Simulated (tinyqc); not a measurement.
# Changing the particle radius h

Model: wafer bonding and layer transfer: bond energy, gap closing, particles, bonding of dissimilar wafers and hydrogen blisters. Computed by tinyqc, a small Python program. Command: `OMP_NUM_THREADS=1 python tinyqc.py 3021913 3021914 out.jsonl bond sweep`. One thread of a shared host (Intel(R) Xeon(R) Processor @ 2.30GHz), about 0.01 s of CPU time with the checks.

gamma is the energy per area of each of the two surfaces; plates are isotropic, and both wafers have E1 and t1.

Inputs (values chosen for the exercise, for model wafers):
```
quantity             value        unit
Young's modulus E1     158         GPa
Poisson ratio nu       0.3           -
thickness t1           625  micrometre
blade thickness t_b     50  micrometre
crack length L        11.1          mm
```

Pair: two equal wafers.

Method. Two cantilevers opened by t_b: gamma = 3 t_b^2 E1 t1^3 E2 t2^3/(16 L^4 (E1 t1^3 + E2 t2^3)). E' = E1/(1 - nu^2), equal wafers assumed. Void radius in the plate regime: R_v = [(2/3) E' t1^3/gamma]^(1/4) h^(1/2). Below h_crit = 5 sqrt(t1 gamma/E') the wafers deform locally and R_v is of the order of h (taken as h).

One run for each value:
```
particle radius h (micrometre)  void radius (micrometre)  critical particle radius (micrometre)
0.01                                           1.000e-02                                 0.2315
0.024                                          2.400e-02                                 0.2315
0.056                                          5.600e-02                                 0.2315
0.13                                           1.300e-01                                 0.2315
0.32                                           1.485e+03                                 0.2315
0.75                                           2.273e+03                                 0.2315
1.8                                            3.521e+03                                 0.2315
4.2                                            5.379e+03                                 0.2315
10                                             8.300e+03                                 0.2315
```

Describe and explain the trends.

At the high end the exponent of void radius is 0.50, close to 0.50: plate bending. The void radius jumps by orders of magnitude at the critical particle size, where bending of the whole wafer takes over.
